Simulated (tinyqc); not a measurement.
# Gated two-dimensional channel with two bands, quantum capacitance: effects of single changes

phi is the Fermi level above the lowest band edge, in volts; Vg is counted from the gate voltage at which an empty channel would have phi = 0. The channel has no thickness; trap charge is -q Dit phi.

Parameters, values chosen for the exercise; lowest band close to that of monolayer MoS2: temperature T = 300 K; relative permittivity of the gate insulator (close to hafnium oxide) eox = 22.1; insulator thickness tox = 14 nm; in-plane mass md = 0.508 m0; valley degeneracy gv = 2; in-plane mass of a second band, chosen freely m2 = 0.79 m0; valley degeneracy of that band, chosen freely g2 = 2; second band edge above the first E2 = 0.22 eV; density of traps Dit = 0 cm^-2 eV^-1; gate voltage Vg = 1.13 V.

Constants: q = 1.602176634e-19 C, kB = 1.380649e-23 J/K, hbar = 1.054571817e-34 J s, m0 = 9.1093837015e-31 kg, Vt = kB T/q, eps0 = 8.8541878128e-14 F/cm where lengths are in cm. Results are converted to the units shown.

Each table varies one quantity; the others keep the values above.

## Effect of the gate voltage

D1 = gv md m0 q/(pi hbar^2), D2 = g2 m2 m0 q/(pi hbar^2) per eV; n1 = D1 Vt ln(1 + exp(phi/Vt)), n2 = D2 Vt ln(1 + exp((phi - E2)/Vt)), n = n1 + n2; Cq = q dn/dphi = q [D1/(1 + exp(-phi/Vt)) + D2/(1 + exp((E2 - phi)/Vt))]. Cox = eps0 eox/tox; Vg = phi + q (n + Dit phi)/Cox. 1/C_G = 1/Cox + 1/(Cq + q Dit); dphi/dVg = Cox/(Cox + Cq + q Dit).

The same in every row: Cox (uF/cm^2) = 1.3977.

Results:

| Vg (V) | phi (V) | n (cm^-2) | Cq (uF/cm^2) | C_G (uF/cm^2) | dphi/dVg | share of the second band (%) |
|---|---|---|---|---|---|---|
| -0.2 | -0.20054 | 4.6929e9 | 0.029078 | 0.028485 | 0.97962 | 0.031324 |
| -0.04 | -0.085406 | 3.9611e11 | 2.4111 | 0.88479 | 0.36696 | 0.031889 |
| 0.27 | -0.033574 | 2.6483e12 | 14.584 | 1.2755 | 0.087459 | 0.035417 |
| 0.42 | -0.022347 | 3.8589e12 | 20.165 | 1.3071 | 0.064819 | 0.037525 |
| 0.58 | -0.013110 | 5.1741e12 | 25.571 | 1.3253 | 0.051826 | 0.040004 |
| 0.73 | -0.0059375 | 6.4201e12 | 30.129 | 1.3357 | 0.044334 | 0.042549 |
| 0.89 | 6.9884e-4 | 7.7580e12 | 34.481 | 1.3432 | 0.038956 | 0.045515 |
| 1.04 | 0.0062594 | 9.0181e12 | 38.123 | 1.3483 | 0.035367 | 0.048551 |
| 1.2 | 0.011679 | 1.0367e13 | 41.585 | 1.3522 | 0.032518 | 0.052085 |

Estimate the missing row, Vg = 0.11 V.

Computed row:

| Vg (V) | phi (V) | n (cm^-2) | Cq (uF/cm^2) | C_G (uF/cm^2) | dphi/dVg | share of the second band (%) |
|---|---|---|---|---|---|---|
| 0.11 | -0.051410 | 1.4081e12 | 8.1902 | 1.1939 | 0.14578 | 0.033414 |

With this row back in the table: As Vg goes from -0.2 to 1.2, Cq rises from 0.0291 to 41.6 uF/cm^2, C_G/Cox rises from 0.0204 to 0.967 and n rises from 4.69e9 to 1.04e13 cm^-2. Cq is below Cox for Vg = -0.2; there the density of states limits the response dn/dVg more than the insulator does.

## Effect of the insulator thickness

Same model as above.

Results:

| tox (nm) | phi (V) | n (cm^-2) | Cq (uF/cm^2) | Cox (uF/cm^2) | C_G (uF/cm^2) | dphi/dVg | share of the second band (%) |
|---|---|---|---|---|---|---|---|
| 0.5 | 0.3167 | 1.987e14 | 171.3 | 39.14 | 31.86 | 0.1860 | 32.34 |
| 0.9 | 0.2392 | 1.209e14 | 139.7 | 21.74 | 18.81 | 0.1347 | 16.00 |
| 1.6 | 0.1680 | 7.344e13 | 80.35 | 12.23 | 10.61 | 0.1321 | 2.912 |
| 2.9 | 0.1012 | 4.333e13 | 67.72 | 6.748 | 6.136 | 0.09061 | 0.3953 |
| 9.3 | 0.02610 | 1.450e13 | 49.90 | 2.104 | 2.019 | 0.04046 | 0.06507 |
| 17 | 0.002273 | 8.102e12 | 35.52 | 1.151 | 1.115 | 0.03139 | 0.04632 |
| 30 | -0.01642 | 4.667e12 | 23.56 | 0.6523 | 0.6347 | 0.02694 | 0.03902 |

Estimate the missing row, tox = 5.2 nm.

Computed row:

| tox (nm) | phi (V) | n (cm^-2) | Cq (uF/cm^2) | Cox (uF/cm^2) | C_G (uF/cm^2) | dphi/dVg | share of the second band (%) |
|---|---|---|---|---|---|---|---|
| 5.2 | 0.05658 | 2.521e13 | 61.34 | 3.763 | 3.546 | 0.05780 | 0.1216 |

With this row back in the table: As tox goes from 0.5 to 30, Cq falls from 171 to 23.6 uF/cm^2, C_G/Cox rises from 0.814 to 0.973 and n falls from 1.99e14 to 4.67e12 cm^-2. Cq exceeds Cox in every row, so the insulator is the tighter limit, though Cq still cuts C_G by up to 19 %. With the insulator thinned by a factor of 60.0, the charge grows only by 42.6 while Cox grows by 60.0. For tox = 0.5 the field in the insulator exceeds 10 MV/cm, beyond what real films hold.

Program tinyqc, `OMP_NUM_THREADS=1 python tinyqc.py 2200024 2200025 out.jsonl`; Intel Xeon 2.30GHz, shared host, one thread, about 0.01 s.
